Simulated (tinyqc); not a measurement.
Random telegraph noise from one oxide trap in a small MOSFET: effect of the depth of the trap from the channel interface.

An acceptor-like trap exchanges electrons with the channel. Inversion charge Q = Cox u, u = n Vt W0(exp((Vg - VT)/(n Vt))), W0 the Lambert function, n = nf, Cox = eps0 eox/tox; linear regime Id = (W/L) mu Q Vd. Relative to threshold the surface potential rises by Vt ln(u/u0) and the oxide voltage by the rest of Vg - VT, with u0 = n Vt W0(1).

N = Cox u/q; dpsi = Vt ln(u/u0); E = E0 - dpsi - (xt/tox)(Vg - VT - dpsi); capture time tc = 1/[(N/zi) vth s0 exp(-xt/lt - EB/Vt)]; emission time te = tc exp(-E/Vt); occupancy te/(tc + te). A = W L; threshold step dV = q (1 - xt/tox)/(Cox A); gm/Id = 1/(u + n Vt); relative step dI/I = (gm/Id) dV + asc mu/A. fc = (1/tc + 1/te)/(2 pi); rms = (dI/I) sqrt(tc te)/(tc + te).

Values chosen for this exercise; values of the order met in silicon transistors: temperature T = 250 K; relative permittivity of the gate insulator (close to silicon dioxide) eox = 3.9; insulator thickness tox = 1.4 nm; trap level above the channel Fermi level at threshold E0 = -0.04 eV; capture prefactor s0 = 3e-15 cm^2; capture barrier (lattice relaxation) EB = 0.5 eV; tunnelling decay length lt = 0.13 nm; thermal velocity vth = 1.5e7 cm/s; thickness of the inversion layer zi = 2.1 nm; threshold voltage VT = 0.25 V; body factor nf = 1.2; gate width W = 40 nm; gate length L = 29 nm; mobility mu = 380 cm^2/(V s); scattering coefficient of the charged trap asc = 0 V s; drain voltage Vd = 0.05 V; gate voltage Vg = 0.25 V.

Constants: q = 1.602176634e-19 C, kB = 1.380649e-23 J/K, Vt = kB T/q, eps0 = 8.8541878128e-14 F/cm where lengths are in cm. Results are converted to the units shown.

The same in every row: E (eV) = -0.040000; occupancy = 0.86491.

Result of one run:

| xt (nm) | tc (s) | te (s) | dI/I (%) | fc (Hz) | rms dI/I (%) |
|---|---|---|---|---|---|
| 0.63 | 31.598 | 202.31 | 7.6020 | 0.0058235 | 2.5985 |

What becomes of these results when the depth of the trap from the channel interface xt is changed from 0.63 to 0.21 nm, all else the same?

Result of the changed run:

| xt (nm) | tc (s) | te (s) | dI/I (%) | fc (Hz) | rms dI/I (%) |
|---|---|---|---|---|---|
| 0.21 | 1.2490 | 7.9968 | 11.749 | 0.14733 | 4.0158 |

The whole series:

| xt (nm) | tc (s) | te (s) | dI/I (%) | fc (Hz) | rms dI/I (%) |
|---|---|---|---|---|---|
| 0.07 | 0.42545 | 2.7241 | 13.131 | 0.43251 | 4.4883 |
| 0.21 | 1.2490 | 7.9968 | 11.749 | 0.14733 | 4.0158 |
| 0.35 | 3.6665 | 23.476 | 10.366 | 0.050187 | 3.5434 |
| 0.49 | 10.764 | 68.916 | 8.9842 | 0.017096 | 3.0709 |
| 0.63 | 31.598 | 202.31 | 7.6020 | 0.0058235 | 2.5985 |
| 0.77 | 92.760 | 593.92 | 6.2198 | 0.0019837 | 2.1260 |
| 0.91 | 272.31 | 1743.5 | 4.8376 | 6.7575e-4 | 1.6536 |

As xt goes from 0.07 to 0.91, tc rises from 0.425 to 272 s, te rises from 2.72 to 1740 s and dI/I falls from 13.1 to 4.84 %. tc grows a decade every lt ln 10 = 0.299 nm of depth; traps spread evenly in depth therefore give corner frequencies spread evenly on a log scale, whose sum is 1/f noise if the traps contribute equal variances.

Range of the model: VT is taken as given; short-channel effects and the uneven flow of current among few electrons are left out.

Numbers from tinyqc (`OMP_NUM_THREADS=1 python tinyqc.py 2710072 2710073 out.jsonl`; about 0.01 s on one thread of a shared Intel Xeon 2.30GHz).
